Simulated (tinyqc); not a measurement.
A and C from the efficiency peak.

Inverse problem. ABC model of an LED: J = q da (A n + Ba n^2 + Ca n^3), IQE = Ba n^2/(A n + Ba n^2 + Ca n^3), differential lifetime 1/(A + 2 Ba n + 3 Ca n^2). The peak lies at n = sqrt(A/Ca). Given Ba, find n at the peak, A and Ca.

Parameters, values chosen for the exercise:
- Ba = 5.9e-12 cm^3/s (radiative coefficient of the active layer)
- da = 65 nm (thickness of the active layer)

Constants: q = 1.602176634e-19 C. Results are converted to the units shown.

peak IQE = 53.717888 %
J at the peak = 25.567691 A/cm^2

Solution. IQE J = q da Ba n^2 gives n. At the peak A n = Ca n^3, each being half of the non-radiative rate Ba n^2 (1/IQE - 1).

n at the peak = 1.495e18 cm^-3
A = 3.800e6 1/s
Ca = 1.700e-30 cm^6/s

Computed by the program tinyqc: `OMP_NUM_THREADS=1 python tinyqc.py 2300130 2300131 out.jsonl`, one thread of a shared Intel Xeon 2.30GHz, about 0.01 s for the whole run.
